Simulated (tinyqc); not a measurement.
From binding energy back to well width L: donor or exciton in a quantum well (variational effective-mass method). Computed by tinyqc, a small Python program. Command: `OMP_NUM_THREADS=1 python tinyqc.py 3019104 3019105 out.jsonl welldonor inv`. One thread of a shared host (Intel(R) Xeon(R) Processor @ 2.30GHz), about 0.1 s of CPU time with the checks.

H = -nabla^2 - 2/|r - r_i| + V(z) in effective units; trial function psi = f(z) exp(-|r - r_i|/lambda), f the ground state of the well. Mass and screening are the same in well and barrier; l = L/a* is the width in effective units. Bands are flat: no polarisation or applied field.

Inputs (values chosen for the exercise, for a model semiconductor): electron mass m = 0.0606 m_0; dielectric constant eps = 13; donor position z_i/L from the centre = 0.2.

Centre: donor. Barriers: infinite.

Constants: Ry = 13.605693123 eV; a_0 = 0.529177210903 angstrom.

Method:
- Ry* = Ry m/eps^2, a* = a_0 eps/m; l = L/a*.
- k = pi/l; f = cos(k z) inside and zero outside; subband energy k^2 Ry*.
- Binding E_b(lambda) = -1/lambda^2 + 4 A/(lambda B), with A = int f^2 exp(-2 s/lambda) dz, B = int f^2 exp(-2 s/lambda)(1 + 2 s/lambda) dz and s = |z - z_i|; 40 Gauss-Legendre points on each piece between the walls at z = -l/2 and l/2 and z_i.
- Golden-section search for the maximum over lambda from 0.3 to 4, 40 steps.

Problem. A run gave the result below. Find the well width L, known to lie between 5.7 and 14 nm.

binding energy = 9.516656 meV

Solution.

Each step takes the trial c = (a f_b - b f_a)/(f_b - f_a), f being the result less the target and a, b, c the logarithms of the listed values; c replaces end b, the old b replaces a if the sign of f changed, and otherwise f_a is halved.

Scan of the range:

| well width L (nm) | binding energy (meV) |
|---|---|
| 5.70 | 11.9633 |
| 6.62 | 11.4245 |
| 7.69 | 10.8854 |
| 8.93 | 10.3521 |
| 10.40 | 9.8176 |
| 12.10 | 9.2996 |
| 14.00 | 8.8167 |

False position (Illinois rule, in the logarithm of the input) inside the bracket:

| step | end a | end b | trial | binding energy (meV) |
|---|---|---|---|---|
| 1 | 10.4000 | 12.1000 | 11.3562 | 9.51480 |
| 2 | 10.4000 | 11.3562 | 11.3440 | 9.51846 |
| 3 | 11.3562 | 11.3440 | 11.3500 | 9.51666 |
| 4 | 11.3440 | 11.3500 | 11.3500 | 9.51666 |

Binding energy falls at every point of a 13-point scan of the range (every second point is shown), so one value fits; it is bracketed by 10.4 and 12.1. Answer: well width L = 11.35 nm.
